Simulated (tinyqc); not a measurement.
# One-dimensional ballistic tunnel FET, two-band WKB, step by step

Numbers from tinyqc (`OMP_NUM_THREADS=1 python tinyqc.py 2620166 2620167 out.jsonl`; about 0.01 s on one thread of a shared Intel Xeon 2.30GHz). Printed values are rounded.

A p-type source for x < 0 with its Fermi level at 0 and its valence edge at ds; in the channel the bands fall as D exp(-x/lam) towards their flat values, with the conduction edge at Ec = ds - dP and D = dP + Eg. The gate moves dP one to one. The drain Fermi level lies at -Vd and the drain side reflects nothing. For w = E - Ec between 0 and dP an electron crosses the gap. Two-band dispersion with equal masses m: inside the gap kappa = sqrt(m u (1 - u/Eg)/C), u the distance from a band edge, C = hbar^2/(2 m0).

Inputs (values chosen for the exercise); band and dielectric values close to those of indium phosphide:
- T = 300 K (temperature)
- Eg = 1.34 eV (band gap)
- m = 0.086 m0 (band-edge mass of the two-band model)
- lam = 3.2 nm (screening length of the source junction)
- ds = 0.13 eV (source valence edge above the source Fermi level)
- Vd = 0.5 V (drain bias)
- g = 2 (number of degenerate subbands (spin apart))
- dP = 0.39 eV (tunnelling window Ev(source) - Ec(channel))
- w0 = 0.23 eV (energy above the channel conduction edge)
- nc = 9 (cells of the path)
- nE = 9 (points of the energy grid)

Constants: q = 1.602176634e-19 C, kB = 1.380649e-23 J/K, hbar = 1.054571817e-34 J s, h = 6.62607015e-34 J s, m0 = 9.1093837015e-31 kg, Vt = kB T/q, hbar^2/(2 m0) = 0.0380998212 eV nm^2. Results are converted to the units shown.

## The path through the gap by the midpoint rule

At w = w0 the path runs from xa = lam ln(D/(w + Eg)) to xb = lam ln(D/w); u(x) = w + Eg - D exp(-x/lam) is the height above the valence edge. Cut it into nc equal cells: S = 2 (cell width) times the sum of kappa at the centres.

xa = 0.310547 nm
xb = 6.45695 nm

| cell | x (nm) | u (eV) | kappa (1/nm) |
|---|---|---|---|
| 0 | 0.65201 | 0.15890 | 0.562270 |
| 1 | 1.33495 | 0.43009 | 0.811921 |
| 2 | 2.01788 | 0.64916 | 0.869160 |
| 3 | 2.70082 | 0.82613 | 0.845643 |
| 4 | 3.38375 | 0.96908 | 0.778133 |
| 5 | 4.06668 | 1.08457 | 0.683126 |
| 6 | 4.74962 | 1.17786 | 0.567190 |
| 7 | 5.43255 | 1.25322 | 0.428013 |
| 8 | 6.11548 | 1.31410 | 0.239443 |

S = 7.90141

## The exponent in closed form

S(w) = 2 lam int_0^Eg kappa(u) du/(w + Eg - u) = 2 pi lam sqrt(m/(C Eg)) [w + Eg/2 - sqrt(w (w + Eg))], T(w) = exp(-S). The common triangular estimate is S = (4/3) lam sqrt(m/C) Eg^1.5/(dP + Eg) for all w.

S(w0) = 7.80474
T(w0) = 4.07797e-4
triangular S = 5.74761

The midpoint value is 1.2 % above the closed form, and the triangular estimate 26 % below it.

## Current on a coarse grid

S(w) = 2 lam int_0^Eg kappa(u) du/(w + Eg - u) = 2 pi lam sqrt(m/(C Eg)) [w + Eg/2 - sqrt(w (w + Eg))], T(w) = exp(-S). I = g (2 q^2/h) int_0^dP T(w) [f(E) - f(E + Vd)] dw, E = ds - dP + w, f(x) = 1/(1 + exp(x/Vt)). Simpson's rule on nE equally spaced points.

| point | w (eV) | T(w) | difference of the f |
|---|---|---|---|
| 0 | 0.000000 | 2.55158e-8 | 0.999864 |
| 1 | 0.048750 | 6.35541e-6 | 0.999703 |
| 2 | 0.097500 | 3.50478e-5 | 0.998139 |
| 3 | 0.146250 | 1.07920e-4 | 0.987872 |
| 4 | 0.195000 | 2.49614e-4 | 0.925139 |
| 5 | 0.243750 | 4.85132e-4 | 0.652167 |
| 6 | 0.292500 | 8.38040e-4 | 0.221464 |
| 7 | 0.341250 | 0.00132930 | 0.0413723 |
| 8 | 0.390000 | 0.00197666 | 0.00650522 |

I = 0.00718496 uA

A converged quadrature gives 0.007131 uA; this grid is 0.76 % above that.
